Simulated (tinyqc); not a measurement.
Liquidus of a compound AB in a simple-solution melt, liquid-phase epitaxy and vapour pressures: one step, computed by the program tinyqc. Command: `OMP_NUM_THREADS=1 python tinyqc.py 3017079 3017080 out.jsonl liq35 walk`. One thread of a shared host (Intel(R) Xeon(R) Processor @ 2.30GHz), about 0.04 s of CPU time with the checks.

x is the atom fraction of B in the melt. The melt is a simple solution: R T ln gamma_B = W (1 - x)^2, R T ln gamma_A = W x^2, W = a + b T. The solid AB is stoichiometric.

Problem. Slope of the liquidus. Liquidus (Vieland): f(x) = R T ln[4 x (1 - x)] + 2 W (1/2 - x)^2 + S_F (T_F - T) = 0. dx/dT = -(df/dT)/f', df/dT = R ln[4 x (1 - x)] + 2 b (1/2 - x)^2 - S_F, f' = (1 - 2x)[R T/(x (1 - x)) - 2 W]. Concentrations: C_L = x N_A/V_L in the melt, C_S = 4/a0^3 in the solid; m = dT/dC_L.

Inputs (values chosen for the exercise, modelled on InAs for the melt):

| quantity | value | unit |
|---|---|---|
| entropy of fusion S_F | 59.4 | J/(mol K) |
| interaction slope b | -41.9 | J/(mol K) |
| saturation temperature T | 955 | K |
| molar volume of the melt V_L | 16.9 | cm^3/mol |
| lattice constant a0 | 6.058 | angstrom |

solubility x = 0.1014982

W = -23.4145 kJ/mol

Constants: R = 8.314462618 J/(mol K); N_A = 6.02214076e+23 1/mol; k_B = 8.617333262e-05 eV/K.

Give: dx/dT; C_L; C_S; slope m; apparent heat of solution k_B T^2 d ln x/dT.

Solution.

dx/dT = 7.5989e-04 1/K

C_L = 3.6168e+21 1/cm^3

C_S = 1.7992e+22 1/cm^3

slope m = 3.6931e-20 K cm^3

apparent heat of solution k_B T^2 d ln x/dT = 0.58840 eV
